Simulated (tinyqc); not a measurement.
From results back to parameters: hole subbands of a hard-walled well, four-band Luttinger model. Four cases, with inputs chosen for the exercise.

Problem. At k = 0 in a hard-walled well HHn = c (g1 - 2 g2)(n pi/L)^2 - Z0 and LHn = c (g1 + 2 g2)(n pi/L)^2 + Z0, c = hbar^2/2m0. Two spacings were computed from hidden g1 and g2.

Constants: hbar^2/2m0 = 3.80998211 eV angstrom^2.
Find: u = c (pi/L)^2; g2; g1.
Method. HH2 - HH1 = 3u (g1 - 2 g2) and LH1 - HH1 = 4 u g2 + 2 Z0.

Case 1.

Values chosen (out of a larger set: near those of Si; not measured data): L = 100 angstrom (well width along [001]); Z0 = -0.0213 eV (shear strain energy).

HH2 - HH1 = 40.047 meV
LH1 - HH1 = -37.486 meV

Solution.

u = c (pi/L)^2 = 3.760 meV
g2 = 0.34
g1 = 4.23

Case 2.

Values chosen (out of a larger set: near those of Ge; not measured data): L = 190 angstrom (well width along [001]); Z0 = 0 eV (shear strain energy).

HH2 - HH1 = 15.593 meV
LH1 - HH1 = 17.416 meV

Solution.

u = c (pi/L)^2 = 1.042 meV
g2 = 4.18
g1 = 13.35

Case 3.

Values chosen (out of a larger set: near those of InAs; not measured data): L = 90 angstrom (well width along [001]); Z0 = -0.0465 eV (shear strain energy).

HH2 - HH1 = 41.503 meV
LH1 - HH1 = 65.397 meV

Solution.

u = c (pi/L)^2 = 4.642 meV
g2 = 8.53
g1 = 20.04

Case 4.

Values chosen (out of a larger set: near those of GaAs; not measured data): L = 190 angstrom (well width along [001]); Z0 = -0.009 eV (shear strain energy).

HH2 - HH1 = 9.000 meV
LH1 - HH1 = -9.459 meV

Solution.

u = c (pi/L)^2 = 1.042 meV
g2 = 2.05
g1 = 6.98

Computed by tinyqc, one run a case: `OMP_NUM_THREADS=1 python tinyqc.py N N+1 out.jsonl` with N = 1250649, 1250662, 1250673, 1250696; one thread of a shared Intel(R) Xeon(R) Processor @ 2.30GHz, about 0.1 s a run at most.
